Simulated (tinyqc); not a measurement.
Plane-wave Kohn-Sham cycle with exchange-only LDA in a layered model solid, step by step. One step of it, computed by the program tinyqc.

Problem. Iteration 2: Hamiltonian at one k. H(m,m') = (k + G_m)^2/2 delta + V(G_m - G_m'), with V(-G) = V(G).

A solid whose potential varies along x alone (atomic units):
```
parameter,value
period a,4.300000
cross-section of the cell,8.000000
electrons per cell,2
grid points,16
"plane waves -n..n, n",2
k points,3
V1 in V1 cos(2 pi x/a),-0.450000
```

V(G_m), m = 0, 1, 2, ... (hartree): -0.381313  -0.215275  -0.000206  -0.000017  0.000002

k = 0.000000 2 pi / a

Give: H.

Solution.

H (hartree), lower triangle:
```
,-2,-1,+0,+1,+2
-2,3.889
-1,-0.215,0.686
+0,0.000,-0.215,-0.381
+1,0.000,0.000,-0.215,0.686
+2,0.000,0.000,0.000,-0.215,3.889
```
